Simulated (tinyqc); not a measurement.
# Thermal RC ladder, step response: effects of single changes

A ladder of 2 nodes: R_i joins node i to node i + 1, the last R to the ambient; C_i is the heat capacity of node i; theta is the rise above ambient, zero at t = 0. d theta/dt = -A theta + b with b = (Pw/C_1, 0, ...), times in ms.

Values chosen for this exercise: resistances, junction to ambient R = [0.25, 1] K/W; heat capacities of the nodes C = [0.44, 5] mJ/K; power at node 1 from t = 0 Pw = 22 W.

Each table varies one quantity; the others keep the values above.

## Single pulses of growing length

A = C^(-1) K, K_ii = 1/R_(i-1) + 1/R_i (no first term for node 1), K_(i,i+1) = K_(i+1,i) = -1/R_i. The time constants tau_k are the inverse eigenvalues of A; the rise of node 1 per watt is Z(t) = sum_k r_k (1 - exp(-t/tau_k)), with r_k = v_k1^2 tau_k/C_1 and v_k the unit eigenvectors of C^(-1/2) K C^(-1/2).

Single pulses of growing length:

| t (ms) | Z(t) (K/W) | Z/sum R | t/C_1 (K/W) | rise (K) |
|---|---|---|---|---|
| 0.02 | 0.04158 | 0.03327 | 0.04545 | 0.9148 |
| 0.044 | 0.08261 | 0.06609 | 0.1000 | 1.817 |
| 0.095 | 0.1461 | 0.1169 | 0.2159 | 3.215 |
| 0.21 | 0.2232 | 0.1786 | 0.4773 | 4.911 |
| 0.45 | 0.2901 | 0.2321 | 1.023 | 6.383 |
| 0.98 | 0.3813 | 0.3050 | 2.227 | 8.388 |
| 2.1 | 0.5427 | 0.4342 | 4.773 | 11.94 |
| 4.6 | 0.8030 | 0.6424 | 10.45 | 17.66 |
| 10 | 1.084 | 0.8672 | 22.73 | 23.85 |
| 22 | 1.232 | 0.9853 | 50.00 | 27.10 |

What does the table show?

Z rises from 0.0416 to 1.23 K/W, against 1.25 K/W in the steady state. In the first row it is 8.5 % below t/C_1, the limit in which only the first heat capacity is charged. It passes half of the steady value at t = 4.6 ms among the rows.

## Pulse trains: peak against mean temperature

For pulses of length tp = 5 ms and period tp/D, the steady peak rise per watt is sum_k r_k (1 - exp(-tp/tau_k))/(1 - exp(-tp/(D tau_k))), and the mean is D sum R.

Results:

| D | peak (K/W) | mean (K/W) | peak/mean | peak rise (K) |
|---|---|---|---|---|
| 0.01 | 0.8346 | 0.01250 | 66.77 | 18.36 |
| 0.02 | 0.8346 | 0.02500 | 33.38 | 18.36 |
| 0.1 | 0.8347 | 0.1250 | 6.677 | 18.36 |
| 0.2 | 0.8410 | 0.2500 | 3.364 | 18.50 |
| 0.3 | 0.8654 | 0.3750 | 2.308 | 19.04 |
| 0.5 | 0.9532 | 0.6250 | 1.525 | 20.97 |
| 0.8 | 1.125 | 1.000 | 1.125 | 24.75 |

Estimate the missing row, D = 0.05.

Computed row:

| D | peak (K/W) | mean (K/W) | peak/mean | peak rise (K) |
|---|---|---|---|---|
| 0.05 | 0.8346 | 0.06250 | 13.35 | 18.36 |

With this row back in the table: The peak rises from 0.835 to 1.13 K/W, while its ratio to the mean falls from 66.8 to 1.13. In the first row the peak is within 0.01 % of that of a single pulse, 0.835 K/W.

Program tinyqc, `OMP_NUM_THREADS=1 python tinyqc.py 2520124 2520125 out.jsonl`; Intel Xeon 2.30GHz, shared host, one thread, about 0.01 s.
